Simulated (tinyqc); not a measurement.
Hubbard chain of 2 sites, step by step. One step of it, computed by the program tinyqc.

Problem. Mean-field iteration 1. H(up) = T + U n(down), H(down) = T + U n(up); fill the lowest levels; n(new) = n + mixing (n(out) - n); E = tr T (rho up + rho down) + U sum n_up n_down of the output.

one-body matrix (hopping and site energies) (eV), order 1, 2:
```
[[0.000000, -1.810000],
 [-1.810000, 0.000000]]
```

U = 6.000000 eV

electrons, up and down: [1, 1]

mixing = 1

n(up) at the start (a guess, not normalised): [0.500000, 0.500000]

n(down) at the start (a guess): [0.500000, 0.500000]

Give: levels, up; levels, down; energy; n(up) after iteration 1; n(down) after iteration 1.

Solution.

levels, up (eV): [1.1900, 4.8100]

levels, down (eV): [1.1900, 4.8100]

energy = -0.6200 eV

n(up) after iteration 1: [0.5000, 0.5000]

n(down) after iteration 1: [0.5000, 0.5000]
